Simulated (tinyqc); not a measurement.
Energy and delay of logic against supply voltage: one step of the calculation.

One expression serves below and above threshold: I(Vg) = Ik [ln(1 + exp((Vg - VT + dd V)/(al nf Vt)))]^al, with I_on = I(V) and I_off = I(0). Gate delay td = kd C V/I_on, clock period LD td. Per gate and cycle the switching energy is act C V^2 and the leakage energy I_off V LD td. No short-circuit current, no variation. Minima are sought above 0.09 V; below a few Vt gates no longer switch and the model has no meaning.

Problem. Currents, delay and energies. I_on, I_off, td, clock frequency 1/(LD td), both energies and their sum.

Inputs (values chosen for the exercise); values of the order met in logic technologies: temperature T = 378 K; threshold voltage at zero drain bias VT = 0.43 V; slope factor nf = 1.29; barrier lowering per volt of supply dd = 0.07; specific current of a gate Ik = 0.86 uA; exponent of the current law al = 1.75; load capacitance of a gate C = 0.77 fF; delay factor kd = 1.2; logic depth LD = 20; activity factor act = 0.1; supply voltage V = 0.93 V.

Constants: q = 1.602176634e-19 C, kB = 1.380649e-23 J/K, Vt = kB T/q. Results are converted to the units shown.

Give: I_on; I_off; td; clock frequency; switching energy; leakage energy; energy.

Solution.

I_on = 30.507 uA
I_off = 0.14469 nA
td = 28.168 ps
clock frequency = 1.7751 GHz
switching energy = 66.597 aJ
leakage energy = 0.075806 aJ
energy = 66.673 aJ

I_on/I_off = 2.11e5; leakage makes up 0.114 % of the energy.

tinyqc, about 0.01 s, one thread, Intel Xeon 2.30GHz (shared host): `OMP_NUM_THREADS=1 python tinyqc.py 2082092 2082093 out.jsonl`
